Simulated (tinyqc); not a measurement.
Hubbard chain of 3 sites, step by step. One step of it, computed by the program tinyqc.

Task: The many-body Hamiltonian. Basis: all placements (u, d, 2, 0 on each site), up operators ordered before down ones; hops carry the sign of the same-spin electrons passed.

one-body matrix (hopping and site energies) (eV), lower triangle:
```
           1          2         3
1   0.250000
2  -1.930000   0.600000
3   0.000000  -1.930000  0.140000
```

U = 6.500000 eV

electrons, up and down: 2  2

Give: H.

Result:

H (eV), lower triangle:
```
         220      2ud      u2d      2du      202      ud2      d2u      du2
220  14.7000
2ud  -1.9300   7.7400
u2d   0.0000  -1.9300   8.0900
2du  -1.9300   0.0000   0.0000   7.7400
202   0.0000  -1.9300   0.0000  -1.9300  13.7800
ud2   0.0000   0.0000  -1.9300   0.0000  -1.9300   7.6300
d2u   0.0000   0.0000   0.0000  -1.9300   0.0000   0.0000   8.0900
du2   0.0000   0.0000   0.0000   0.0000  -1.9300   0.0000  -1.9300   7.6300
022   0.0000   0.0000   0.0000   0.0000   0.0000  -1.9300   0.0000  -1.9300

         022
022  14.4800
```
